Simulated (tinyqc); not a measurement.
# Voltage drop against the pad pitch

A grid of 25 by 25 nodes with segments Rx (rows) and Ry (columns); every node draws I1 and the central node kh I1; pads with resistance Rp sit at the nodes whose row and column are multiples of the pitch, counting from 0. The drops u = Vdd - V follow from G u = i, with G the conductance matrix and i the load currents, solved directly.

Inputs (values chosen for the exercise): supply voltage Vdd = 0.7 V; resistance of a horizontal segment Rx = 0.48 ohm; resistance of a vertical segment Ry = 0.66 ohm; resistance from a pad node to the supply Rp = 0.18 ohm; factor on the load at the hot node kh = 8; load current of a node in the large grid I1 = 0.28 mA.

Result of one run:
```
pads,worst drop (mV),mean drop (mV),largest drop at a pad (mV),largest pad current (mA),worst drop over Vdd (%)
16,7.3066,5.4711,2.7526,15.292,1.0438
```

Which pad pitch gave this result: 2, 6, 8, 12 or 24 nodes?

pitch = 8 nodes.

The whole series:
```
pitch (nodes),pads,worst drop (mV),mean drop (mV),largest drop at a pad (mV),largest pad current (mA),worst drop over Vdd (%)
1,625,0.21952,0.050964,0.21952,1.2196,0.031360
2,169,0.41232,0.28511,0.40112,2.2284,0.058904
3,81,0.92203,0.70064,0.66492,3.6940,0.13172
4,49,1.6664,1.3014,1.0134,5.6298,0.23805
6,25,3.7578,3.0356,1.9155,10.641,0.53683
8,16,7.3066,5.4711,2.7526,15.292,1.0438
12,9,13.595,11.975,5.7123,31.735,1.9422
24,4,49.919,43.642,7.9632,44.240,7.1314
```

The worst drop goes from 0.220 to 49.9 mV while the number of pads falls from 625 to 4; between the last two rows it goes as pitch^(1.88). The largest drop at a pad is 100 % of the worst drop in the first row and 16.0 % in the last; the rest falls along the wires.

Program tinyqc, `OMP_NUM_THREADS=1 python tinyqc.py 2770140 2770141 out.jsonl`; Intel Xeon 2.30GHz, shared host, one thread, about 0.3 s.
